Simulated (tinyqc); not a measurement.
# Changing the coupling Delta_1

Model: valley-orbit splitting of a donor ground state, with strain. Computed by tinyqc, a small Python program. Command: `OMP_NUM_THREADS=1 python tinyqc.py 3016849 3016850 out.jsonl valleyorbit sweep`. One thread of a shared host (Intel(R) Xeon(R) Processor @ 2.30GHz), about 0.01 s of CPU time with the checks.

The basis is the 1s envelope in each valley; energies are counted from the unstrained conduction-band edge. The strain is e_s (a a^T - 1/3) for the unit stress axis a, so valley j along n_j moves by Xi_u e_s w_j with w_j = (n_j.a)^2 - 1/3: -1/3 for x and y, +2/3 for z.

Inputs (values chosen for the exercise, modelled on donors in silicon): single-valley binding energy E_0 = 30.6 meV; central-cell shift Lambda = 4.48 meV; coupling Delta_2 = 2.86 meV; shear deformation potential Xi_u = 8.86 eV; shear strain e_s = 0.0018.

Valleys: six along <100>. Stress axis: [001].

Method:
- By symmetry: E(A1) = E_0 + Lambda + 4 Delta_1 + Delta_2 (one state), E(T2) = E_0 + Lambda - Delta_2 (three), E(E) = E_0 + Lambda - 2 Delta_1 + Delta_2 (two), as binding energies.
- H_jj = -(E_0 + Lambda) + Xi_u e_s w_j; H_jk = -Delta_2 between opposite valleys and -Delta_1 between perpendicular ones.
- Diagonalise H; the ground vector has positive components. The density at the nucleus, and so the contact hyperfine coupling, scales as (sum_j c_j)^2/(number of valleys), which is 1 without strain; the envelopes are held fixed.
- The binding energy is counted from the lowest valley edge, min_j Xi_u e_s w_j; the gap is from the ground state to the next level.

One run for each value; columns: (1) coupling Delta_1 (meV); (2) E(A1) (meV); (3) E(T2) (meV); (4) hyperfine ratio A/A_0; (5) binding energy under strain (meV); (6) gap to the first excited state (meV):
```
(1)    (2)    (3)      (4)     (5)     (6)
0.7  40.74  32.22  0.76739  39.563   3.023
1.0  41.94  32.22  0.80066  40.375   4.435
1.4  43.54  32.22  0.83697  41.542   6.402
2.1  46.34  32.22  0.88299  43.761  10.021
4.3  55.14  32.22  0.95019  51.545  19.325
6.1  62.34  32.22  0.97064  58.332  26.112
8.8  73.14  32.22  0.98406  68.781  36.561
```

Give the missing row, coupling Delta_1 (meV) = 3.0.

Computed row; columns: (1) coupling Delta_1 (meV); (2) E(A1) (meV); (3) E(T2) (meV); (4) hyperfine ratio A/A_0; (5) binding energy under strain (meV); (6) gap to the first excited state (meV):
```
(1)    (2)    (3)      (4)     (5)     (6)
3.0  49.94  32.22  0.92020  46.838  14.618
```

Interpolating between the two neighbouring rows (the first column on a logarithmic scale, the others too where they are positive) misses most in gap to the first excited state (meV), by 4.9 %. Over the rows, E(A1) (meV) rises from 40.7 to 73.1 (exponent d ln y / d ln x 0.081 between the first rows and 0.44 between the last); E(T2) (meV) does not change; hyperfine ratio A/A_0 rises from 0.767 to 0.984 (exponent d ln y / d ln x 0.12 between the first rows and 0.037 between the last). A larger valley-orbit coupling resists the strain, so A/A_0 moves back towards 1.

Extremes, crossings and ranges named in words are read from the listed rows.
